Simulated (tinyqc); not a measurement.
Shrinking the mesa: defect, radiative and Auger recombination at equal electron and hole densities (ABC model).

J/(e d) = Ae n + B n^2 + C n^3 with Ae = A + 4 S/w (four side walls, carriers spread evenly), e = 1.602176634e-19 C, lengths in cm; internal efficiency IQE = B n^2/(Ae n + B n^2 + C n^3); all injected carriers recombine in the layer.

Parameters, chosen for this exercise (orders of magnitude like those quoted for GaN; not measured data):
- A = 45000000 1/s (defect rate)
- B = 1.4e-12 cm^3/s (radiative coefficient)
- C = 1e-31 cm^6/s (Auger coefficient)
- d = 5.2 nm (active thickness)
- S2 = 54000 cm/s (recombination velocity of the side walls in this comparison)
- J = 590 A/cm^2 (current density)

S = S2; w takes the values listed.

Results:

| w (micrometre) | Ae (1/s) | IQE_max | J at the peak (A/cm^2) | IQE at J |
|---|---|---|---|---|
| 200 | 5.58e+07 | 0.229 | 285 | 0.219 |
| 100 | 6.66e+07 | 0.213 | 364 | 0.209 |
| 50 | 8.82e+07 | 0.191 | 539 | 0.191 |
| 20 | 1.53e+08 | 0.152 | 1.18e+03 | 0.143 |
| 10 | 2.61e+08 | 0.121 | 2.53e+03 | 0.0882 |
| 5 | 4.77e+08 | 0.0920 | 6.05e+03 | 0.0374 |
| 1 | 2.20e+09 | 0.0450 | 5.71e+04 | 0.00203 |

Give the missing row, w (micrometre) = 2.

Computed row:
```
w (micrometre)  Ae (1/s)  IQE_max  J at the peak (A/cm^2)  IQE at J
2               1.12e+09   0.0619                2.12e+04   0.00766
```

The walls equal the bulk defect rate at w = 4 S/A = 48 micrometre. From 200 to 1 micrometre the peak efficiency falls from 0.229 to 0.045 and moves to a current 201 times higher; at the fixed J the efficiency goes from 0.219 to 0.00203. For large w diffusion to the walls, left out here, would limit the loss.

Program tinyqc; command `OMP_NUM_THREADS=1 python tinyqc.py 1650966 1650967 out.jsonl`; about 0.01 s on one thread of a shared Intel(R) Xeon(R) Processor @ 2.30GHz.
